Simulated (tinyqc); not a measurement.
Tunnel rates from the two plateau currents.

Inverse problem. With only the 0-1 transition of a spin-degenerate level in the bias window, I = 2 q G_in G_out/(2 G_in + G_out). Find GL and GR.

Constants: q = 1.602176634e-19 C. Results are converted to the units shown.

sizes of the plateau currents for electrons entering from the left and from the right (pA): [63.022175, 105.89005]

Answer. q/I(left) = 1/GR + 1/(2 GL) and q/I(right) = 1/GL + 1/(2 GR) are linear in 1/GL and 1/GR.

GL = 3.100 1/ns
GR = 0.4200 1/ns

Numbers from tinyqc (`OMP_NUM_THREADS=1 python tinyqc.py 2780130 2780131 out.jsonl`; about 0.01 s on one thread of a shared Intel Xeon 2.30GHz).
